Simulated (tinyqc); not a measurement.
p-n diode with diffusion and depletion-layer recombination: two steps of the calculation.

Abrupt junction in the depletion approximation, low injection, full ionisation, neutral widths fixed, ohmic contact on the p side. Vj is the junction voltage; where a series resistance Rs is given, V = Vj + J Rs is the terminal voltage.

Inputs (values chosen for the exercise); band and dielectric values close to those of silicon: temperature T = 450 K; band gap Eg = 1.13 eV; relative permittivity eps_r = 11.8; conduction-band density of states at T Nc = 5.18e19 cm^-3; valence-band density of states at T Nv = 4.92e19 cm^-3; acceptor density Na = 4.9e16 cm^-3; donor density Nd = 8.4e17 cm^-3; electron lifetime tn = 4e-8 s; hole lifetime tp = 3e-6 s; series resistance Rs = 0.0002 ohm cm^2; trap level above the intrinsic level Et = 0 eV; junction voltage at which recombination is evaluated Vj = 0.37 V; terminal voltage V = 0.91 V.

Constants: q = 1.602176634e-19 C, kB = 1.380649e-23 J/K, Vt = kB T/q, eps0 = 8.8541878128e-14 F/cm where lengths are in cm. Results are converted to the units shown.

Task 1. Recombination in the depleted layer. ni = sqrt(Nc Nv) exp(-Eg/(2 Vt)), Eg in volts. Vbi = Vt ln(Na Nd/ni^2), W = sqrt(2 eps0 eps_r (Vbi - Vj)(1/Na + 1/Nd)/q), xp = W Nd/(Na + Nd), xn = W Na/(Na + Nd); u(x) = q Na (x + xp)^2/(2 eps0 eps_r) for x < 0 and Vbi - Vj - q Nd (xn - x)^2/(2 eps0 eps_r) for x > 0; p = Na exp(-u/Vt), n = Nd exp((u - Vbi + Vj)/Vt); U = ni^2 (exp(Vj/Vt) - 1)/(tp (n + ni exp(Et/Vt)) + tn (p + ni exp(-Et/Vt))); J_scr = q times the integral of U from -xp to xn. Trapezoid rule on 14 equal steps.

Give: W; x; u; n; p; U; J_scr.

Result 1.

W = 96.73 nm

```
point,x (nm),u (V),n (cm^-3),p (cm^-3),U (cm^-3 s^-1)
0,-91.40,0.0000,1.601e14,4.900e16,3.123e21
1,-84.49,0.0018,1.677e14,4.679e16,3.207e21
2,-77.58,0.0072,1.927e14,4.072e16,3.442e21
3,-70.67,0.0161,2.428e14,3.232e16,3.748e21
4,-63.76,0.0287,3.356e14,2.338e16,3.895e21
5,-56.85,0.0448,5.089e14,1.542e16,3.541e21
6,-49.94,0.0646,8.464e14,9.271e15,2.631e21
7,-43.03,0.0879,1.544e15,5.082e15,1.599e21
8,-36.12,0.1148,3.090e15,2.539e15,8.308e20
9,-29.21,0.1453,6.783e15,1.157e15,3.833e20
10,-22.30,0.1793,1.633e16,4.804e14,1.598e20
11,-15.40,0.2170,4.314e16,1.819e14,6.059e19
12,-8.49,0.2583,1.250e17,6.279e13,2.092e19
13,-1.58,0.3031,3.971e17,1.976e13,6.585e18
14,5.33,0.3321,8.400e17,9.341e12,3.113e18
```

J_scr = 0.002777 A/cm^2

Task 2. New Vj. Diffusion current alone: J = J0 (exp(Vj/Vt) - 1), g = Vj + J Rs - V, g' = 1 + Rs J0 exp(Vj/Vt)/Vt, Vj(new) = Vj - g/g'.

Vj after iteration 2 = 0.83246363 V
J0 = J0n + J0p = 1.5852666e-4 A/cm^2

Find: J; g; g'; Vj after iteration 3.

Result 2.

J = 3.3365e5 A/cm^2
g = 66.651 V
g' = 1721.8
Vj after iteration 3 = 0.79375 V

tinyqc, about 0.01 s, one thread, Intel Xeon 2.30GHz (shared host): `OMP_NUM_THREADS=1 python tinyqc.py 2260021 2260022 out.jsonl`
